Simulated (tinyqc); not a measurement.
Rates against energy: scattering rates of a carrier in a spherical band by Fermi's golden rule. Computed by tinyqc, a small Python program. Command: `OMP_NUM_THREADS=1 python tinyqc.py 3010523 3010524 out.jsonl scatter walk`. One thread of a shared host (Intel(R) Xeon(R) Processor @ 2.30GHz), about 0.01 s of CPU time with the checks.

All processes here are isotropic or elastic, and the rate listed is the momentum relaxation rate.

Inputs (values chosen for the exercise, modelled on electrons in germanium): density-of-states mass of one valley m = 0.214 m_0; non-parabolicity alpha = 0.67 1/eV; static permittivity eps_s = 16; density rho = 5323 kg/m^3; sound velocity v_l = 5230 m/s; acoustic deformation potential D_A = 12 eV; phonon energy hbar w = 33.6 meV; optical or intervalley deformation potential D_o = 5.3 1e8 eV/cm; final valleys Z_f = 3; ionised impurity density N_I = 3.4e+17 1/cm^3; temperature T = 400 K; alloy fraction x = 0.35; alloy potential U = 1.4 eV; lattice constant a = 5.55 angstrom.

Crystal: non-polar. Band: Kane. Impurity formula: Brooks-Herring. Further scattering: alloy.

Constants: k_B = 1.380649e-23 J/K; e = 1.602176634e-19 C; hbar = 1.054571817e-34 J s; m_0 = 9.1093837015e-31 kg; hbar = 6.582119569e-16 eV s; k_B = 8.617333262e-05 eV/K; eps_0 = 8.8541878128e-12 F/m.

Method:
- Kane band: hbar^2 k^2/(2 m) = E (1 + alpha E), speed v = hbar k/(m (1 + 2 alpha E)), states per spin, volume and energy g(E) = m k (1 + 2 alpha E)/(2 pi^2 hbar^2); overlap factors are set to 1. Masses are multiplied by m_0 and all formulas are in SI units.
- Phonon occupation N_q = 1/(exp(hbar w/(k_B T)) - 1).
- Acoustic deformation potential (elastic, equipartition, absorption and emission together): 1/tau = 2 pi k_B T D_A^2 g(E)/(hbar rho v_l^2).
- Optical or intervalley deformation potential: 1/tau = (pi Z_f D_o^2/(rho w)) [N_q g(E + hbar w) + (N_q + 1) g(E - hbar w)], with g = 0 below the band edge.
- Singly charged impurities, momentum relaxation: 1/tau = N_I e^4 m (1 + 2 alpha E) Phi/(8 pi (eps_s eps_0)^2 hbar^3 k^3), with alpha = 0 for a parabolic band.
- Brooks-Herring: Phi = ln(1 + b) - b/(1 + b), b = 4 k^2 L_s^2.
- Debye screening by free carriers of density N_I: L_s = sqrt(eps_s eps_0 k_B T/(e^2 N_I)).
- Alloy disorder: 1/tau = (2 pi/hbar) Omega x (1 - x) U^2 g(E), Omega = a^3/4 (other conventions for Omega rescale U).

Momentum relaxation rates (1e12/s) and the total time:
```
E (meV)  acoustic  optical absorption  optical emission  ionised impurity   alloy  tau_m (fs)
3.4         1.031              0.6517            0.0000            33.310   3.597      25.914
8.4         1.634              0.7000            0.0000            14.062   5.701      45.255
17.0        2.358              0.7788            0.0000             6.545   8.226      55.842
30.0        3.199              0.8912            0.0000             3.398  11.162      53.618
37.0        3.593              0.9492            0.4957             2.650  12.537      49.444
50.0        4.264              1.0536            1.1123             1.846  14.878      43.189
74.0        5.385              1.2393            1.8150             1.145  18.790      35.243
120.0       7.348              1.5827            2.8513             0.631  25.638      26.281
200.0      10.616              2.1763            4.4456             0.334  37.041      18.310
340.0      16.534              3.2706            7.2455             0.172  57.689      11.777
```

The largest rate is ionised impurity from 3.40 to 8.40, alloy from 17.0 to 340 meV. Crossing hbar w = 33.6 meV opens emission: tau_m goes from 53.6 to 49.4 fs between the two rows around it. The impurity rate goes between the last rows as E^-1.25; the acoustic rate follows g(E) and grows by a factor 16.0 over the table (10.0 for a parabolic band). At 3.4, 8.4, 17 meV hbar/tau exceeds E/2, so the golden rule loses its meaning there.

Extremes, crossings and ranges named in words are read from the listed rows.
